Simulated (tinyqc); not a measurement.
Junctionless gate-all-around wire, depletion approximation: two steps of the calculation.

A uniformly doped n-type wire of radius R under a surrounding gate; long channel. Below flat band a shell from radius rc to R is fully depleted and the neutral core, at channel potential V (0 at the source, Vd at the drain), carries the current with constant mobility; s = (rc/R)^2 is the share of the cross-section that conducts. The edge of the depleted shell is taken as abrupt, so there is no subthreshold current.

Values chosen for this exercise; material values close to those of germanium: relative permittivity of the semiconductor eps_r = 16.2; relative permittivity of the gate insulator eox = 22; insulator thickness tox = 6.7 nm; wire radius R = 10 nm; donor density Nd = 4.7e18 cm^-3; flat-band voltage Vfb = 0.94 V; gate voltage Vg = 0.85 V.

Constants: q = 1.602176634e-19 C, eps0 = 8.8541878128e-14 F/cm where lengths are in cm. Results are converted to the units shown.

Question 1. Voltages that deplete the wire. Cox = eps0 eox/(R ln(1 + tox/R)); A = q Nd R^2/(4 eps0 eps_r); B = q Nd R/(2 Cox); VT = Vfb - A - B.

Give: Cox; A; B; VT.

Answer 1.

Cox = 3.7984 uF/cm^2
A = 0.13125 V
B = 0.099123 V
VT = 0.70963 V

Of the 0.230 V needed, 43.0 % drops over the insulator. The device is normally off.

Question 2. Conducting share at the source by Newton steps. With V = 0: f = A (1 - s + s ln s) + B (1 - s) - (Vfb - Vg); f' = A ln s - B; s(new) = s - f/f'.

s at the start = 1
A = 0.13124553 V
B = 0.099123099 V

Give: f; f'; s after iteration 1.

Answer 2.

f = -0.09000 V
f' = -0.09912 V
s after iteration 1 = 0.09204

Numbers from tinyqc (`OMP_NUM_THREADS=1 python tinyqc.py 2460170 2460171 out.jsonl`; about 0.01 s on one thread of a shared Intel Xeon 2.30GHz).
